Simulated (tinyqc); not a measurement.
A square-lattice strip 2 sites wide, recursive Green functions: one step of the calculation.

The device has N = 3 slices of 2 site(s), nearest-neighbour hopping -t, and site energies U; the leads are semi-infinite continuations with site energy 0. V = <i+1|H|i> = -t 1.

Question. Self-energy of the leads. Transverse modes n = 1..2: chi_n(j) = sqrt(2/3) sin(pi n j/3), energy e_n = -2 t cos(pi n/3). Sigma = t^2 sum_n chi_n chi_n^T g(E - e_n), g(x) = (x - i sqrt(4 t^2 - x^2))/(2 t^2) for |x| < 2 t and (x - sign(x) sqrt(x^2 - 4 t^2))/(2 t^2) otherwise; Gamma = i (Sigma - Sigma^dagger); both leads give the same.

Parameters, values chosen for the exercise:

| symbol | value | unit | meaning |
|---|---|---|---|
| t | 1 | eV | hopping (matrix element -t) |
| E | 0.3 | eV | energy |

Find: Sigma; Gamma; open modes.

Answer.

Sigma (eV):

|  | 1 | 2 |
|---|---|---|
| 1 | 0.1500-0.8483i | 0.5000+0.0884i |
| 2 | 0.5000+0.0884i | 0.1500-0.8483i |

Gamma (eV):

|  | 1 | 2 |
|---|---|---|
| 1 | 1.697 | -0.177 |
| 2 | -0.177 | 1.697 |

open modes = 2

Numbers from tinyqc (`OMP_NUM_THREADS=1 python tinyqc.py 2660124 2660125 out.jsonl`; about 0.01 s on one thread of a shared Intel Xeon 2.30GHz).
